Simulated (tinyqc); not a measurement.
Trading HF for NH4F at fixed fluoride: speciation in dilute and buffered hydrofluoric acid, oxide etch rate and bath loading. Computed by tinyqc, a small Python program. Command: `OMP_NUM_THREADS=1 python tinyqc.py 3120627 3120628 out.jsonl hfetch walk`. One thread of a shared host (Intel(R) Xeon(R) Processor @ 2.30GHz), about 0.01 s of CPU time with the checks.

Concentrations stand for activities, NH4+ and Cl- are spectators, and water ionisation is neglected. H, F and HF2 denote the ions H+, F- and HF2-. The base temperature is 298 K.

Inputs (values chosen for the exercise, of the order of those for thermal oxide at room temperature):
```
quantity                            value            unit
HF added                            0.045           mol/L
NH4F added                              0           mol/L
K1 = [H][F]/[HF]                 0.000645           mol/L
K2 = [HF2]/([HF][F])                 4.05           L/mol
K3 = [H2F2]/[HF]^2                   2.53           L/mol
rate constant of neutral HF k_a        14  nm L/(min mol)
rate constant of HF2 k_b               57  nm L/(min mol)
```

Method:
- Fluoride balance: [HF] + [F] + 2 [HF2] + 2 [H2F2] = HF added + NH4F added. Acid balance: [H] + [HF] + [HF2] + 2 [H2F2] = HF added + HCl added. For a trial [H], [HF] = [H][F]/K1, and the fluoride balance is a quadratic in [F].
- Rate = k_a ([HF] + 2 [H2F2]) + k_b [HF2], an empirical two-term form.
- Total fluoride is held at HF + NH4F added, without HCl; x is the share added as HF.

Against x:
```
x         pH  [F] (mol/L)  [HF] (mol/L)  [HF2] (mol/L)  rate (nm/min)
0.05  4.5442     0.042455      0.001880      0.0003233        0.04500
0.15  4.0134     0.037491      0.005636      0.0008558        0.12994
0.30  3.6219     0.030357      0.011240      0.0013819        0.24508
0.40  3.4280     0.025812      0.014936      0.0015614        0.31392
0.50  3.2527     0.021445      0.018581      0.0016138        0.37657
0.60  3.0827     0.017277      0.022143      0.0015494        0.43305
0.75  2.8167     0.011507      0.027210      0.0012681        0.50568
0.90  2.5166     0.006689      0.031561      0.0008550        0.56115
1.00  2.3037     0.004373      0.033691      0.0005967        0.58608
```

What does the comparison show, and why?

[HF2] is largest at x = 0.5 and the rate at x = 1 among these rows; HF2 needs both HF and F.

Extremes, crossings and ranges named in words are read from the listed rows.
